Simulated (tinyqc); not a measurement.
Ellipsoidal valleys in the axes of a wafer and a channel: sweeps and comparisons. A value that a table varies takes the place of the one given here.

Valleys with axes a along x, y and z, two valleys each; inverse mass tensor w = 1/mt + (1/ml - 1/mt) a a. Device axes: z = nz/|nz|, x = nx/|nx|, y = z cross x; in them a = (ax, ay, az). Confinement mass mz = 1/w_zz. In the plane w_ij is replaced by u_ij = w_ij - w_iz w_jz/w_zz (i, j = x, y); density-of-states mass md = 1/sqrt(det u); conductivity mass along x mc = 1/u_xx; ballistic transport mass mx = u_yy/det u, width mass my = 1/u_yy.

Hard walls: E_n = c (n pi/t)^2/mz, c = hbar^2/2m0, n = 1, 2, 3. Non-degenerate share of a valley proportional to md sum_n exp(-E_n/kT); mean 1/mc = sum of share/mc. 1 nm = 10 angstrom.

Constants: hbar^2/2m0 = 3.80998211 eV angstrom^2; kB = 8.617333262e-05 eV/K.

Values chosen for the exercise (near those of the Delta valleys of Si; the results hold for these values, not for the real material):

| symbol | value | unit | meaning |
|---|---|---|---|
| ml | 0.888 | m0 | longitudinal mass |
| mt | 0.182 | m0 | transverse mass |
| t | 5.2 | nm | thickness of the film |
| T | 300 | K | temperature |
| nz | (0, 0, 1) |  | surface normal (confinement) |
| nx | (1, 0, 0) |  | channel direction |

## Wafer and channel orientation

For each face/channel: the lowest ladder (mz, number of valleys, md, E1, share) and the mean conductivity mass over all valleys.

Results:

| face/channel | mz | valleys | md | E1 (meV) | share | mean mc |
|---|---|---|---|---|---|---|
| (110)/[1-10] | 0.302 | 4 | 0.312 | 46.0 | 0.835 | 0.4051 |
| (210)/[001] | 0.500 | 2 | 0.243 | 27.8 | 0.625 | 0.2070 |
| (111)/[1-10] | 0.248 | 6 | 0.345 | 56.2 | 1.000 | 0.2846 |
| (110)/[001] | 0.302 | 4 | 0.312 | 46.0 | 0.835 | 0.2095 |
| (113)/[1-10] | 0.521 | 2 | 0.238 | 26.7 | 0.639 | 0.2153 |
| (100)/[011] | 0.888 | 2 | 0.182 | 15.7 | 0.735 | 0.2034 |
| (001)/[100] | 0.888 | 2 | 0.182 | 15.7 | 0.735 | 0.2034 |

The mean conductivity mass is lowest, 0.2034, for (100)/[011] and (001)/[100] and highest, 0.4051, for (110)/[1-10]; the bulk value is 0.2476. The confinement energy is lowest on the face with the heaviest mz ((100), 16 meV). The density of states of the lowest ladder, valleys times md, runs between 0.364 and 2.068; a small value limits the charge through the quantum capacitance.

## Thickness of the film

Share of the lowest ladder and mean conductivity mass.

Results:

| t (nm) | lowest E1 (meV) | spread of E1 (meV) | share of the lowest ladder | mean mc |
|---|---|---|---|---|
| 2.0 | 105.9 | 410.7 | 1.000 | 0.1820 |
| 3.0 | 47.1 | 182.5 | 0.996 | 0.1823 |
| 4.0 | 26.5 | 102.7 | 0.926 | 0.1875 |
| 5.0 | 16.9 | 65.7 | 0.767 | 0.2006 |
| 7.0 | 8.6 | 33.5 | 0.541 | 0.2226 |
| 10.0 | 4.2 | 16.4 | 0.424 | 0.2361 |
| 14.0 | 2.2 | 8.4 | 0.350 | 0.2454 |

The spread falls as 1/t^2 and passes kT = 25.9 meV between t = 7 and 10 nm; the share of the lowest ladder goes from 1.000 to 0.350 and the mean mass goes from 0.1820 to 0.2454, against 0.2476 for equal shares, the limit of a thick film (the bulk value 3/(1/ml + 2/mt) is 0.2476). Three subbands a valley become too few once E3 nears kT.

## What each parameter does

Lowest E1, its share and the mean conductivity mass. Each row changes one parameter from the base and keeps the others.

Results:

| case | lowest E1 (meV) | share | mean mc (m0) |
|---|---|---|---|
| base | 15.66 | 0.7352 | 0.2034 |
| ml = 0.799 m0 | 17.40 | 0.7267 | 0.2035 |
| mt = 0.164 m0 | 15.66 | 0.7848 | 0.1798 |
| t = 4.68 nm | 19.33 | 0.8203 | 0.1960 |
| T = 270 K | 15.66 | 0.7780 | 0.1996 |

The largest shifts from the base row, up to three for each result and ties (the steps differ in size, so this ranks the rows, not the parameters). lowest E1 (meV): t +3.67, ml +1.74; unchanged at the printed digits by mt and T. share: t +0.0851, mt +0.0495, T +0.0427. mean mc (m0): mt -0.0236, t -0.0074, T -0.0038.

tinyqc: `OMP_NUM_THREADS=1 python tinyqc.py 1850895 1850896 out.jsonl`; about 0.01 s, one thread, shared Intel(R) Xeon(R) Processor @ 2.30GHz.
